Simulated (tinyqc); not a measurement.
Dopants and charged point defects at anneal temperature: Fermi-level effect, clustering and pairing: one step, computed by the program tinyqc. Command: `OMP_NUM_THREADS=1 python tinyqc.py 3024883 3024884 out.jsonl pairing walk`. One thread of a shared host (Intel(R) Xeon(R) Processor @ 2.30GHz), about 0.02 s of CPU time with the checks.

Boltzmann statistics and full ionisation of active dopants. Energies are counted from the valence band; the defect (a vacancy or self-interstitial) has five charge states, with all degeneracy factors one.

Problem. Active and clustered dopant. n = A/2 + sqrt(A^2/4 + n_i^2) for an active density A. k ionised dopants and k carriers form one neutral cluster: C = N_s (A/N_s)^k (n/N_b)^k exp(E_b/k_B T), N_b the effective density of states of the majority band, and N = A + k C (60 bisections in ln A between ln N - 90 and ln N).

Inputs (values chosen for the exercise, with bands modelled on silicon):

| quantity | value | unit |
|---|---|---|
| anneal temperature T | 1030 | K |
| total dopant density N | 6.9e+19 | cm^-3 |
| site density N_s | 2.9e+22 | cm^-3 |
| dopant atoms per cluster k | 3 | - |
| cluster binding energy E_b | 1.99 | eV |

Dopant: donor. Second part: clustering of the dopant.

E_g = 0.8700291 eV

k_B T = 0.08875853 eV

n_i = 1.120221e+18 cm^-3

E_i = 0.4152215 eV

effective density of states N_b of the majority band = 1.882228e+20 cm^-3

Give: active density A; clusters C; active share.

Solution.

active density A = 1.6164e+19 cm^-3

clusters C = 1.7612e+19 cm^-3

active share = 0.23427

77 % of the dopant is lost to clusters.
